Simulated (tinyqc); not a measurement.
One-sided p+-n junction, ionisation integral and breakdown: one step of the calculation.

A p+ layer at x < 0 and an n drift layer from x = 0. Depletion approximation, built-in voltage neglected. Local ionisation coefficients alpha_n = an exp(-(bn/E)^mx), alpha_p = ap exp(-(bp/E)^mx). Electrons move towards +x, holes towards x = 0.

Task. Ionisation integrals by the trapezoid rule. G(x) = integral from 0 to x of (alpha_n - alpha_p); I_n = integral of alpha_n exp(-G) (electrons injected at x = 0), I_p = integral of alpha_p exp(G(end) - G) (holes injected at the far edge); M = 1/(1 - I). All integrals by the trapezoid rule on the grid.

| point | x (um) | alpha_n (1/cm) | alpha_p (1/cm) |
|---|---|---|---|
| 0 | 0.00000000 | 29311.113 | 20819.743 |
| 1 | 0.02261075 | 23502.340 | 16999.576 |
| 2 | 0.04522149 | 18527.266 | 13665.601 |
| 3 | 0.06783224 | 14330.047 | 10795.297 |
| 4 | 0.09044298 | 10848.929 | 8361.9516 |
| 5 | 0.11305373 | 8017.0859 | 6334.8286 |
| 6 | 0.13566448 | 5763.7274 | 4679.5158 |
| 7 | 0.15827522 | 4015.5169 | 3358.4581 |
| 8 | 0.18088597 | 2698.2569 | 2331.7009 |
| 9 | 0.20349671 | 1738.8038 | 1557.8478 |
| 10 | 0.22610746 | 1067.1224 | 995.21361 |
| 11 | 0.24871821 | 618.34724 | 603.13213 |
| 12 | 0.27132895 | 334.67856 | 343.33702 |
| 13 | 0.29393970 | 166.90760 | 181.30227 |
| 14 | 0.31655044 | 75.363275 | 87.391473 |

Find: G; alpha_n exp(-G); I_n; I_p; M_n; M_p.

Result.

| point | G | alpha_n exp(-G) (1e4 1/cm) |
|---|---|---|
| 0 | 0.00000 | 2.931 |
| 1 | 0.01695 | 2.311 |
| 2 | 0.02980 | 1.798 |
| 3 | 0.03929 | 1.378 |
| 4 | 0.04610 | 1.036 |
| 5 | 0.05081 | 0.762 |
| 6 | 0.05394 | 0.546 |
| 7 | 0.05591 | 0.380 |
| 8 | 0.05707 | 0.255 |
| 9 | 0.05769 | 0.164 |
| 10 | 0.05797 | 0.101 |
| 11 | 0.05807 | 0.058 |
| 12 | 0.05808 | 0.032 |
| 13 | 0.05805 | 0.016 |
| 14 | 0.05802 | 0.007 |

I_n = 0.2330
I_p = 0.1871
M_n = 1.304
M_p = 1.230

Computed by the program tinyqc: `OMP_NUM_THREADS=1 python tinyqc.py 2120105 2120106 out.jsonl`, one thread of a shared Intel Xeon 2.30GHz, about 0.05 s for the whole run.
